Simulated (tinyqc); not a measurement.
Range and order of the fit: effective mass of the light-hole band from tabulated energies.

c = hbar^2/2m0. A uniform scatter of up to 0.3 meV has been added to mimic numerical noise.
Constants: hbar^2/2m0 = 3.80998211 eV angstrom^2.

Energies along [100], from the band edge downward:
```
k (1/angstrom)    E (meV)
0.000000          0.00000
0.006200          3.40660
0.012400         12.90110
0.018600         28.73150
0.024800         49.32210
0.031000         74.36940
0.037200        102.86330
0.043400        133.78540
0.049600        166.65850
```

reference mass (curvature of the model at k = 0.0001 1/angstrom) = 0.043879 m0

Least-squares fits of E = a k^2 (+ b k^4 + d k^6) over points 1 to n, and the line y = c k^2/E against E; errors of m against the reference.

Results:
```
n  E at point n (meV)  one term (%)  two terms (%)  three terms (%)  line (%)  rms residual, one term (meV)
3                28.7          4.31           1.84            -4.47     -1.60                         0.139
4                49.3          7.15           0.70             2.04     -1.10                         0.508
5                74.4         10.32           1.32             0.48     -0.79                         1.047
6               102.9         13.93           2.08             0.60     -0.60                         1.882
7               133.8         18.05           2.84             1.03     -0.56                         3.110
8               166.7         22.57           3.94             1.21     -0.59                         4.698
```

The error of the parabola goes from +4.31 to +22.57 % as the range widens, and at n = 8 its residual, 4.70 meV, is only 2.8 % of the top energy: a small residual does not vouch for the mass. Over the full range (n = 8) the best form is the line (0.59 %); the line errs by -1.60 % at n = 3 and -0.59 % at n = 8. Many terms on few points amplify the scatter: three terms err by -4.5 % at n = 3 but by +1.2 % at n = 8.

Program tinyqc; command `OMP_NUM_THREADS=1 python tinyqc.py 1850457 1850458 out.jsonl`; about 0.01 s on one thread of a shared Intel(R) Xeon(R) Processor @ 2.30GHz.
